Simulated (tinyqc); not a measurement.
Modulation-doped quantum well, Poisson-Schroedinger loop: two steps of the calculation.

A well of width L centred at z = 0 between barriers Vb; effective-mass electrons, parabolic bands. The electrons come from donor sheets outside the mesh, a share fL of Ns on the left and the rest on the right, so the structure is neutral. Energies are counted from the band edge of the well, with U = 0 on the first node in the Hartree part.

Inputs (values chosen for the exercise); material values those of a made-up well:
```
symbol   value   unit                               meaning
T          4.2      K                           temperature
md      0.0681     m0                         in-plane mass
eps_r     13.5           relative permittivity (all layers)
Ns        1e12  cm^-2            sheet density of electrons
fL           0         share of the donors on the left side
a          0.3                                mixing factor
```

Constants: q = 1.602176634e-19 C, kB = 1.380649e-23 J/K, hbar = 1.054571817e-34 J s, m0 = 9.1093837015e-31 kg, Vt = kB T/q, eps0 = 8.8541878128e-14 F/cm where lengths are in cm. Results are converted to the units shown.

Task 1. Density, output potential and mixing. n_i = sum_k N_k |psi_k|^2 (converted to cm^-3). Hartree part by Gauss: on the interval after node i the enclosed sheet charge is S_i = fL Ns - hz sum_(j<=i) n_j, and U_(i+1) = U_i + q S_i hz/(eps0 eps_r) in eV, U_1 = 0. Mixing: U(new) = U + a (U(out) - U).

```
node  z (nm)  self-consistent potential U at the start (eV)  |psi|^2 of E1 (1/nm)  |psi|^2 of E2 (1/nm)
1      -10.4                                              0            0.00001309            0.00010455
2       -9.1                                              0            0.00011658            0.00076516
3       -7.8                                              0            0.00081779            0.00417414
4       -6.5                                              0            0.00555456            0.02164462
5       -5.2                                              0            0.03166573            0.09527812
6       -3.9                                              0            0.06414250            0.13037297
7       -2.6                                              0            0.09678835            0.09904728
8       -1.3                                              0            0.12075079            0.03322855
9          0                                              0            0.12953199            0.00000000
10       1.3                                              0            0.12075079            0.03322855
11       2.6                                              0            0.09678835            0.09904728
12       3.9                                              0            0.06414250            0.13037297
13       5.2                                              0            0.03166573            0.09527812
14       6.5                                              0            0.00555456            0.02164462
15       7.8                                              0            0.00081779            0.00417414
16       9.1                                              0            0.00011658            0.00076516
17      10.4                                              0            0.00001309            0.00010455
```

N_k (cm^-2): E1 1e12, E2 3.4223569e-15

Give: n; U(out); U after round 1.

Result 1.

```
node  n (1e18 cm^-3)  U(out) (eV)  U after round 1 (eV)
1              0.000       0.0000               0.00000
2              0.001       0.0000               0.00000
3              0.008       0.0000               0.00000
4              0.056       0.0000              -0.00001
5              0.317      -0.0002              -0.00005
6              0.641      -0.0010              -0.00031
7              0.968      -0.0034              -0.00101
8              1.208      -0.0079              -0.00236
9              1.295      -0.0151              -0.00453
10             1.208      -0.0253              -0.00759
11             0.968      -0.0382              -0.01146
12             0.641      -0.0533              -0.01599
13             0.317      -0.0699              -0.02096
14             0.056      -0.0871              -0.02614
15             0.008      -0.1046              -0.03137
16             0.001      -0.1220              -0.03659
17             0.000      -0.1394              -0.04182
```

Task 2. Fermi level and occupations. Level k holds N_k = D_k Vt ln(1 + exp((EF - E_k)/Vt)) with D = md m0 q/(pi hbar^2) per eV (spin included); EF is fixed by sum N_k = Ns.

levels (eV): E1 0.011762764, E2 0.066075781

Give: EF; N_k.

Result 2.

EF = 0.046915 eV
N_k (cm^-2): E1 1.0000e12, E2 1.0496e-13

Computed by the program tinyqc: `OMP_NUM_THREADS=1 python tinyqc.py 2140153 2140154 out.jsonl`, one thread of a shared Intel Xeon 2.30GHz, about 0.2 s for the whole run.
